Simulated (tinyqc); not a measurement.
# A finite superlattice with mass mismatch, transfer matrices: what changes with what

One electron of energy E comes from the left lead (band edge 0); no transverse momentum. Parabolic bands, masses in units of m0, C = hbar^2/(2 m0); psi and psi'/m are continuous at every interface. N periods of a barrier d1 followed by a well Lw; the right lead equals the left one.

Values chosen for this exercise; masses and offsets close to those of silicon wells and oxide barriers: mass in the left lead mL = 0.26 m0; barrier height U1 = 3.2 eV; barrier mass m1 = 0.51 m0; barrier width d1 = 0.3 nm; well width (edge 0, mass mL) Lw = 0.9 nm; number of periods N = 3; electron energy E = 1.172 eV.

Constants: q = 1.602176634e-19 C, hbar = 1.054571817e-34 J s, m0 = 9.1093837015e-31 kg, hbar^2/(2 m0) = 0.0380998212 eV nm^2. Results are converted to the units shown.

Each table varies one quantity; the others keep the values above.

## Transmission against energy

For the pair (psi, psi'/m) a flat layer has M = [[cos kd, (m/k) sin kd], [-(k/m) sin kd, cos kd]] with k = sqrt(m (E - U)/C) above its edge U, and M = [[cosh Kd, (m/K) sinh Kd], [(K/m) sinh Kd, cosh Kd]] with K = sqrt(m (U - E)/C) below it. The matrices are multiplied with later layers to the left. With M acting on (psi, psi'/m) and v = k/m in each lead, T(E) = 4 vL vR/[(vL vR M12 - M21)^2 + (vR M11 + vL M22)^2]. The last column is exp(-2 sum K d) over the layers with U > E.

Results:

| E (eV) | T(E) | exp(-2 sum K d) |
|---|---|---|
| 0.256 | 9.558e-6 | 1.238e-5 |
| 0.756 | 0.1181 | 3.379e-5 |
| 1.257 | 5.573e-4 | 1.031e-4 |
| 1.757 | 0.001172 | 3.667e-4 |
| 2.257 | 0.02491 | 0.001670 |
| 2.758 | 0.3086 | 0.01255 |
| 3.258 | 0.1840 | 1.000 |
| 3.759 | 0.01908 | 1.000 |
| 4.259 | 0.01347 | 1.000 |
| 4.759 | 0.02389 | 1.000 |
| 5.76 | 0.8701 | 1.000 |

Estimate the missing row, E = 5.26 eV.

Computed row:

| E (eV) | T(E) | exp(-2 sum K d) |
|---|---|---|
| 5.26 | 0.1007 | 1.000 |

With this row back in the table: T(E) runs from 9.56e-6 at 0.256 eV to 0.870 at 5.76 eV; among the rows its largest value is 0.870 at 5.76 eV. Below the barriers it exceeds exp(-2 sum K d) by up to a factor of 3500 (at 0.756 eV), which marks a resonance or miniband close to that energy. In every row a layer is thinner than 0.8 nm, a few atomic planes, where an effective mass is a rough description.

## Transmission against the number of periods

x = (M11 + M22)/2 of one period. For |x| < 1 the energy lies in a miniband and cos(th) = x; for |x| > 1 it lies in a gap and cosh(g) = |x|. M^N = U_(N-1)(x) M - U_(N-2)(x) 1, with U_n = sin((n + 1) th)/sin th in a band and sign(x)^n sinh((n + 1) g)/sinh g in a gap.

Transmission against the number of periods:

| N | T(E) | 1/T(E) - 1 |
|---|---|---|
| 1 | 0.1606 | 5.228 |
| 2 | 0.01032 | 95.93 |
| 3 | 6.350e-4 | 1574 |
| 4 | 3.899e-5 | 2.565e4 |
| 5 | 2.394e-6 | 4.177e5 |
| 6 | 1.470e-7 | 6.804e6 |
| 8 | 5.539e-10 | 1.805e9 |
| 10 | 2.088e-12 | 4.790e11 |
| 12 | 7.869e-15 | 1.271e14 |
| 16 | 1.118e-19 | 8.946e18 |

What does the table show?

Here x = -2.142. The energy lies in a gap with g = 1.40: T(E) falls from 0.161 to 1.12e-19, over the last four periods by 2.79 in ln T(E) a period, against 2 g = 2.79. In every row a layer is thinner than 0.8 nm, a few atomic planes, where an effective mass is a rough description.

Range of the model: Masses are held fixed, although real bands cease to be parabolic a few tenths of an eV from their edges (inside a barrier too).

Numbers from tinyqc (`OMP_NUM_THREADS=1 python tinyqc.py 2560040 2560041 out.jsonl`; about 0.01 s on one thread of a shared Intel Xeon 2.30GHz).
